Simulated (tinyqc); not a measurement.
Inside a calculation: defect-molecule model of a vacancy with Jahn-Teller distortion. Values are carried at full precision from step to step, so a last printed digit may differ when a step is redone from the rounded ones.

Four dangling hybrids a, b, c, d point into the vacancy: H_ii = E0, and -gm between any two. A tetragonal distortion Q pairs a with b and c with d: those two couplings become -gm - I Q and the other four -gm + I Q/2, at an elastic cost k Q^2/2. The a1 level holds two electrons; charge states 2+, + and 0 put n = 0, 1, 2 more into the lowest level of t2 origin. Energy from the 2+ state at Q = 0, with the Fermi level mu counted from Ev: W_n(Q) = n (et - 2 I Q) + k Q^2/2 + Uc n (n - 1)/2 - n mu. et = E0 + gm is the undistorted t2 level.

Inputs chosen for the exercise (of the size used for the vacancy in silicon; shifted at random, so the results belong to these values and not to a real crystal):
```
symbol  value  unit           meaning
E0      0.04   eV             level of a dangling hybrid, from Ev
gm      0.34   eV             coupling between two dangling hybrids
I       1.05   eV/angstrom    Jahn-Teller coupling
k       13.5   eV/angstrom^2  force constant of the mode
Uc      0.21   eV             repulsion of two electrons in one orbital
Q       0.12   angstrom       a trial distortion
```

## The molecule at a trial distortion

Fill in H at Q.

H (eV), rows a, b, c, d and columns alike:
$$\begin{pmatrix}
0.0400 & -0.4660 & -0.2770 & -0.2770 \\
-0.4660 & 0.0400 & -0.2770 & -0.2770 \\
-0.2770 & -0.2770 & 0.0400 & -0.4660 \\
-0.2770 & -0.2770 & -0.4660 & 0.0400
\end{pmatrix}$$

## One-electron levels

Diagonalise. By symmetry: a + b + c + d at E0 - 3 gm, a + b - c - d at E0 + gm - 2 I Q, and the pair a - b, c - d at E0 + gm + I Q.

levels (eV): [-0.9800, 0.1280, 0.5060, 0.5060]

The t2 triplet has split by 3 I Q = 0.3780 eV, and its centre has stayed.

## Relaxed charge states

Minimise W_n over Q: Q_n = 2 n I/k, gain n^2 E_JT with E_JT = 2 I^2/k. W_n at mu = 0 is n et - n^2 E_JT + Uc n (n - 1)/2.

E_JT = 0.1633 eV

States:
```
n  charge  Q_n (angstrom)  gain (eV)  W_n (eV)
0      2+          0.0000     0.0000    0.0000
1       +          0.1556     0.1633    0.2167
2       0          0.3111     0.6533    0.3167
```

## Transition levels and the effective U

From the energies W_n of the relaxed states with n = 0, 1, 2 electrons: E(2+/+) = W1 - W0, E(+/0) = W2 - W1, U_eff = E(+/0) - E(2+/+), E(2+/0) = (W2 - W0)/2.

levels above Ev (eV): (2+/+) 0.2167, (+/0) 0.1000, (2+/0) 0.1583

U_eff = -0.1167 eV

U_eff < 0: the second electron is bound more strongly than the first, the + state is never the lowest, and the charge changes by two at 0.1583 eV.

## Vertical against thermal levels

At fixed Q the level for adding the first electron is et - 2 I Q. Capture into 2+ at Q0 = 0 costs et; removal from + at Q1 = 2 I/k takes place at et - 2 E_JT, E_JT = 2 I^2/k; the thermal level lies between, and the Franck-Condon shift is E_JT on each side. et = E0 + gm.

levels (eV): vertical at Q0 0.3800, thermal 0.2167, vertical at Q1 0.0533

Stokes shift = 0.3267 eV

## Checks

- W2 from the formula against a numerical minimum over Q with the level from H(Q): both 0.31667.

Program tinyqc; command `OMP_NUM_THREADS=1 python tinyqc.py 1480387 1480388 out.jsonl`; about 0.01 s on one thread of a shared Intel(R) Xeon(R) Processor @ 2.30GHz.
